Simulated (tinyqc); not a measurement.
Single-photon avalanche diode, trigger probability and counting: one step of the calculation.

A multiplication layer of width W with the uniform field V/W; alpha = an exp(-bn/E) for electrons, beta = ap exp(-bp/E) for holes (local model, no dead space). a = alpha W, b = beta W. Electrons enter at x = 0, holes at x = W. P0 is the probability that an electron entering at 0 starts a lasting avalanche, PW the same for a hole entering at W.

Task. Detection, dark counts, afterpulses and dead-time loss. Pm is the mean trigger probability of pairs made evenly in the layer. PDP = eta P0; dark counts Gd Pm; avalanche charge Cd Vx/q; afterpulse probability pa (Cd Vx/q) exp(-td/tt) Pm; true rate n = nph PDP + dark counts; measured n/(1 + n td) (non-paralysable) or n exp(-n td) (paralysable); recharge time Rq Cd.

Values chosen for this exercise; ionisation coefficients close to those of germanium:
- Vx = 1.6 V (excess bias)
- eta = 0.71 (probability that a photon makes a pair that enters the layer)
- Gd = 2100 1/s (thermal generation rate in the layer)
- td = 50 ns (dead time)
- Cd = 12 fF (diode capacitance)
- Rq = 500 kohm (quench resistance)
- pa = 5.4e-8 (trapping probability per avalanche carrier)
- tt = 8.8 ns (trap release time)
- nph = 2.4e7 1/s (photon rate)

Constants: q = 1.602176634e-19 C. Results are converted to the units shown.

P0 = 0.69017048
Pm = 0.84073290

Wanted: PDP; dark counts; avalanche charge; afterpulse probability; true rate; measured, non-paralysable; measured, paralysable; recharge time.

Result.

PDP = 0.49002
dark counts = 1765.5 1/s
avalanche charge = 1.1984e5 electrons
afterpulse probability = 0.0018538 %
true rate = 1.1762e7 1/s
measured, non-paralysable = 7.4064e6 1/s
measured, paralysable = 6.5325e6 1/s
recharge time = 6.0000 ns

Dead time hides 37 % of the events in the first model and 44 % in the second.

tinyqc, about 0.01 s, one thread, Intel Xeon 2.30GHz (shared host): `OMP_NUM_THREADS=1 python tinyqc.py 2630012 2630013 out.jsonl`
